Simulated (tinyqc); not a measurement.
Inside a calculation. Model: free and trapped electrons in a MOS channel with a dense trap tail.

Computed by the program tinyqc: `OMP_NUM_THREADS=1 python tinyqc.py 2222073 2222074 out.jsonl`, one thread of a shared Intel Xeon 2.30GHz, about 0.02 s for the whole run. Printed values are rounded.

p-type body, charge-sheet picture, full ionisation (an idealisation for deep acceptors), Boltzmann statistics for free electrons. e = Ec - EF at the surface. Acceptor-like traps of density D(E) = D0 + De exp(-E/Ew) at depth E below Ec, from 0 to Eu, hold n_t = integral of D(E)/(1 + exp((e - E)/Vt)). psi = Eg - Vt ln(Nv/Na) - e; N_dep = sqrt(2 eps0 eps_r Na (psi - Vt)/q); n_f = sqrt(N_dep^2 + 2 eps0 eps_r Vt Nc exp(-e/Vt)/q) - N_dep; Vg = Vfb + psi + q (N_dep + n_t + n_f)/Cox, Cox = eps0 eox/tox.

Values chosen for this exercise; band and dielectric values close to those of 4H silicon carbide: temperature T = 475 K; band gap Eg = 3.21 eV; relative permittivity eps_r = 9.55; conduction-band density of states at T Nc = 3.35e19 cm^-3; valence-band density of states at T Nv = 5e19 cm^-3; relative permittivity of the insulator eox = 3.9; insulator thickness tox = 48 nm; acceptor density Na = 4.8e15 cm^-3; flat-band voltage without trapped charge Vfb = -2.7 V; constant background density of acceptor-like traps D0 = 9e10 cm^-2 eV^-1; density of the tail at the conduction edge De = 2.4e13 cm^-2 eV^-1; decay energy of the tail Ew = 0.06 eV; depth below Ec down to which the traps reach Eu = 0.76 eV; mobility of free electrons mf = 240 cm^2/(V s); Ec - EF at the surface e = 0.203 eV.

Constants: q = 1.602176634e-19 C, kB = 1.380649e-23 J/K, Vt = kB T/q, eps0 = 8.8541878128e-14 F/cm where lengths are in cm. Results are converted to the units shown.

## Trapped charge

Trapezoid rule on 13 equal steps from 0 to Eu, f = 1/(1 + exp((e - E)/Vt)).

E, point 0 to 13 (eV): [0, 0.0584615, 0.116923, 0.175385, 0.233846, 0.292308, 0.350769, 0.409231, 0.467692, 0.526154, 0.584615, 0.643077, 0.701538, 0.76]
D(E) f, point 0 to 13 (cm^-2 eV^-1): [1.67864e11, 2.60169e11, 3.81826e11, 4.65833e11, 3.92373e11, 2.46066e11, 1.55186e11, 1.15439e11, 9.97292e10, 9.36957e10, 9.13999e10, 9.05295e10, 9.02001e10, 9.00756e10]
n_t = 1.52667e11 cm^-2

With 1600 steps n_t = 1.530e11 cm^-2; the coarse value is 0.24 % below it.

## Charges and gate voltage

psi, N_dep, n_f and Vg as defined, with the n_t given; free share n_f/(n_f + n_t); apparent mobility mf n_f/(n_f + n_t); gate voltage spent on traps q n_t/Cox.

psi = 2.62833 V
N_dep = 3.62066e11 cm^-2
n_f = 1.20278e11 cm^-2
Vg = 1.34256 V
free share = 44.0668 %
apparent mobility = 105.760 cm^2/(V s)
gate voltage spent on traps = 0.340004 V
